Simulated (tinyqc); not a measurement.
Crystal pulling from the melt: segregation, interface stability, heat balance and point-defect regime. Inputs raised by 10 %, one at a time. Computed by tinyqc, a small Python program. Command: `OMP_NUM_THREADS=1 python tinyqc.py 3031258 3031259 out.jsonl pull sens`. One thread of a shared host (Intel(R) Xeon(R) Processor @ 2.30GHz), about 0.03 s of CPU time with the checks.

A dilute solute; steady pulling with a flat interface unless it is found unstable.

Inputs (values chosen for the exercise, for a model semiconductor):
```
quantity                         value          unit
equilibrium coefficient k0       0.089             -
initial melt concentration C0  3.1e+16        1/cm^3
diffusivity in the melt D      0.00018        cm^2/s
kinematic viscosity nu          0.0039        cm^2/s
crystal rotation                    20           rpm
pull rate V                       0.89        mm/min
gradient in the melt G_L            16          K/cm
solid conductivity k_S            21.6       W/(m K)
melt conductivity k_L             56.7       W/(m K)
latent heat per volume L          4120        J/cm^3
melting point T_m                 1685             K
interface energy gamma            0.33         J/m^2
frozen fraction g                 0.14             -
critical ratio xi_c               0.13  mm^2/(min K)
```

Loss from the melt surface: none.

Constants: k_B = 1.380649e-23 J/K.

Method:
- delta = 1.61 D^(1/3) nu^(1/6) omega^(-1/2), omega = 2 pi rpm/60; k_eff = k0/[k0 + (1 - k0) exp(-V delta/D)] (Burton, Prim and Slichter); the melt at the interface is enriched by k_eff/k0.
- Axial profile: C_s = k_eff C0 (1 - g)^(k_eff - 1); bulk melt C_L = C_s/k_eff. Usable fraction: the g at which C_s has changed by 30 % from its first value (0.99 at most).
- k_S G_S = k_L G_L + L V; the largest rate for this G_S, with G_L = 0, is k_S G_S/L. Voronkov: the crystal grows vacancy-rich if V/G_S > xi_c and interstitial-rich if below; at fixed G_L the neutral rate solves V = xi_c G_S(V).
- Liquidus slope per concentration (van 't Hoff): |m| = k_B T_m^2 (1 - k0)/L. Solute gradient at the interface: G_C = (V/D) C_s (1 - k0)/k0. Constitutional supercooling sets in when |m| G_C > G_L. Critical C_s from the equality.
- Mullins-Sekerka for a thick solute layer: a ripple of wave number w grows if S(w) = -Gam w^2 - G* + |m| G_C (w* - V/D)/(w* - (1 - k0) V/D) > 0, Gam = gamma T_m/L, G* = (k_S G_S + k_L G_L)/(k_S + k_L), w* = V/(2D) + sqrt((V/(2D))^2 + w^2).
- The critical C_s is that at which the maximum of S over w is zero.

Runs:
```
input moved                                from        to    k_eff  critical C_s (1/cm^3)  usable fraction  wavelength at onset (micrometre)
base run                                      -         -  0.10712             2.1884e+19          0.25460                            647.90
initial melt concentration C0 (1/cm^3)  3.1e+16  3.41e+16  0.10712             2.1884e+19          0.25460                            647.90
diffusivity in the melt D (cm^2/s)      0.00018  0.000198  0.10591             2.4072e+19          0.25431                            669.88
kinematic viscosity nu (cm^2/s)          0.0039   0.00429  0.10743             2.1884e+19          0.25468                            647.90
pull rate V (mm/min)                       0.89     0.979  0.10910             1.9894e+19          0.25509                            621.55
gradient in the melt G_L (K/cm)              16      17.6  0.10712             2.4072e+19          0.25460                            632.89
solid conductivity k_S (W/(m K))           21.6     23.76  0.10712             2.1884e+19          0.25460                            653.65
frozen fraction g                          0.14     0.154  0.10712             2.1884e+19          0.25460                            647.90
```

Exponents ln(y'/y) / ln(x'/x):
```
input                           k_eff  critical C_s  usable fraction  wavelength at onset
initial melt concentration C0   0.000             0            0.000                0.000
diffusivity in the melt D      -0.119             1           -0.012                0.350
kinematic viscosity nu          0.031             0            0.003                0.000
pull rate V                     0.192            -1            0.020               -0.436
gradient in the melt G_L        0.000             1            0.000               -0.246
solid conductivity k_S          0.000             0            0.000                0.093
frozen fraction g               0.000             0            0.000                0.000
```

Among the inputs moved here: k_eff answers most in size to pull rate V (exponent +0.192), next to diffusivity in the melt D (-0.119); its exponent is below 0.0005 for initial melt concentration C0, gradient in the melt G_L, solid conductivity k_S, frozen fraction g. Its exponent 0.000 in initial melt concentration C0: dilute solute. Critical C_s answers most in size to diffusivity in the melt D (exponent +1.000), and about equally to pull rate V (-1.000), gradient in the melt G_L (+1.000); its exponent is below 0.0005 for initial melt concentration C0, kinematic viscosity nu, solid conductivity k_S, frozen fraction g. Its exponent +1.000 in diffusivity in the melt D: G_C goes as 1/D. Its exponent -1.000 in pull rate V: G_C is proportional to V. usable fraction answers most in size to pull rate V (exponent +0.020), next to diffusivity in the melt D (-0.012); its exponent is below 0.0005 for initial melt concentration C0, gradient in the melt G_L, solid conductivity k_S, frozen fraction g. Wavelength at onset answers most in size to pull rate V (exponent -0.436), next to diffusivity in the melt D (+0.350); its exponent is below 0.0005 for initial melt concentration C0, kinematic viscosity nu, frozen fraction g.

Caution (all rows): the onset wavelength exceeds the stirred boundary layer, so flow cuts off the solute field assumed in this theory.
